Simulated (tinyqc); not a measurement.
Virtual-crystal alloy A(1-x)B(x) in sp3s* tight binding: sweeps and comparisons. A value that a table varies takes the place of the one given here.

sp3s* tight binding, nearest neighbours only: anion (a) at 0, cation (c) at a/4 (1,1,1), orbitals s, px, py, pz, s* on each; k in units of 2 pi/a. With phases e_j = exp(i (pi/2) k.n_j) for n = (1,1,1), (1,-1,-1), (-1,1,-1), (-1,-1,1): g0 = (e1+e2+e3+e4)/4, g1 = (e1+e2-e3-e4)/4, g2 = (e1-e2+e3-e4)/4, g3 = (e1-e2-e3+e4)/4. The diagonal holds the levels Esa, Epa, Exa (s*) and Esc, Epc, Exc. Anion-cation block: <sa|sc> = Vss g0; <sa|xc> = Vsapc g1; <xa|sc> = -Vscpa g1; <xa|xc> = Vxx g0; <xa|yc> = <ya|xc> = Vxy g3, <xa|zc> = <za|xc> = Vxy g2, <ya|zc> = <za|yc> = Vxy g1; <s*a|xc> = Vxapc g1; <xa|s*c> = -Vpaxc g1; y and z take g2 and g3 in place of g1; s-s* and s*-s* vanish.

Virtual crystal: a(x) = (1 - x) aA + x aB (Vegard); the six levels are averaged linearly; the seven couplings follow Harrison's rule, V(x) a(x)^2 = (1 - x) V_A aA^2 + x V_B aB^2. No spin-orbit coupling and no disorder. Gaps are measured from the top of the valence band at Gamma; the Delta value is the minimum on (kx,0,0) for kx from 0.5 to 1.

Values chosen for the exercise (A near a published set for Si, B for Ge; such sets place X and L only to about 0.5 eV; not measured data): aA = 5.43 angstrom (lattice constant of A); aB = 5.653 angstrom (of B); pA = (-4.213, 1.718, -4.213, 1.718, 6.663, 6.663, -8.276, 1.71, 4.582, 5.727, 5.727, 5.378, 5.378) eV (order Esa, Epa, Esc, Epc, Exa, Exc, Vss, Vxx, Vxy, Vsapc, Vscpa, Vxapc, Vpaxc); pB = (-5.86, 1.61, -5.86, 1.61, 6.37, 6.37, -6.761, 1.614, 4.907, 5.446, 5.446, 5.221, 5.221) eV (the same for B); x = 0.87 (fraction of B).

## Gaps across the alloy

Bowing b from E(x) = (1 - x) E(0) + x E(1) - b x (1 - x), taken at x = 0.5.

Gaps (eV):

| x | a (angstrom) | Gamma | Delta | L |
|---|---|---|---|---|
| 0.000 | 5.4300 | 3.4200 | 1.1517 | 2.4642 |
| 0.125 | 5.4579 | 3.3949 | 1.1064 | 2.2403 |
| 0.250 | 5.4858 | 3.2457 | 1.0608 | 2.0190 |
| 0.375 | 5.5136 | 2.8467 | 1.0148 | 1.8005 |
| 0.500 | 5.5415 | 2.4513 | 0.9684 | 1.5851 |
| 0.625 | 5.5694 | 2.0595 | 0.9217 | 1.3728 |
| 0.750 | 5.5972 | 1.6713 | 0.8746 | 1.1639 |
| 0.875 | 5.6251 | 1.2865 | 0.8272 | 0.9585 |
| 1.000 | 5.6530 | 0.9050 | 0.7794 | 0.7567 |

bowing (eV): Gamma -1.155, Delta -0.011, L 0.101

The lowest valley changes from the Delta line to L near x = 0.98 (linear estimate between rows). The bowing is -1.155 (Gamma), -0.011 (Delta) and +0.101 eV (L); a positive value means that the gap sags below the straight line. At Gamma the lowest empty level is s-like at one end and p-like at the other, so that column has a kink and its b is no true bowing. The virtual crystal leaves out the part of the bowing that comes from disorder and bond relaxation, and this model places the Delta and L valleys only roughly, so crossings, or their absence, can differ from those of the real alloy.

## Two ways to average the couplings

The gaps with the 1/a^2 rule and with a plain linear average of all thirteen parameters.

Gaps (eV):

| x | Gamma | Delta | L | Gamma, linear | Delta, linear | L, linear |
|---|---|---|---|---|---|---|
| 0.10 | 3.3999 | 1.1155 | 2.2849 | 3.4008 | 1.1157 | 2.2897 |
| 0.25 | 3.2457 | 1.0608 | 2.0190 | 3.2675 | 1.0613 | 2.0290 |
| 0.50 | 2.4513 | 0.9684 | 1.5851 | 2.4800 | 0.9692 | 1.5983 |
| 0.75 | 1.6713 | 0.8746 | 1.1639 | 1.6925 | 0.8753 | 1.1737 |
| 0.90 | 1.2099 | 0.8177 | 0.9178 | 1.2200 | 0.8180 | 0.9225 |

At x = 0.5 the two rules differ by -28.7 (Gamma), -0.8 (Delta) and -13.2 meV (L), with lattice constants 4.11 % apart: in terms of bowing, b = 4 times the sag at x = 0.5, the rule adds +0.115, +0.003 and +0.053 eV. The ends x = 0 and 1 are the same under both rules.

## Composition and lattice constants

Gaps of the alloy. Each row changes one parameter from the base and keeps the others.

Results:

| case | gap Gamma (eV) | gap Delta (eV) | gap L (eV) | kx of the Delta minimum |
|---|---|---|---|---|
| base | 1.3018 | 0.8291 | 0.9666 | 0.798 |
| x = 0.82 | 1.4554 | 0.8481 | 1.0484 | 0.794 |
| aA = 5.321 angstrom | 1.2968 | 0.8289 | 0.9643 | 0.798 |
| aB = 5.54 angstrom | 1.3077 | 0.8293 | 0.9693 | 0.798 |

The largest shifts from the base row, up to three for each result and ties (the steps differ in size, so this ranks the rows, not the parameters). gap Gamma (eV): x +0.1536, aB +0.0059, aA -0.0050. gap Delta (eV): x +0.0190, aB +0.0002, aA -0.0002. gap L (eV): x +0.0818, aB +0.0027, aA -0.0023. kx of the Delta minimum: x -0.004; unchanged at the printed digits by aA and aB. The lattice constants enter only through the weights of the couplings. L and Delta lie within 0.15 eV, closer than these parameter sets can order them.

Computed by tinyqc, a small Python program: `OMP_NUM_THREADS=1 python tinyqc.py 1450702 1450703 out.jsonl` (the numbers bound the seed that draws the inputs); one thread of a shared host (Intel(R) Xeon(R) Processor @ 2.30GHz), about 0.1 s for the whole set of steps.
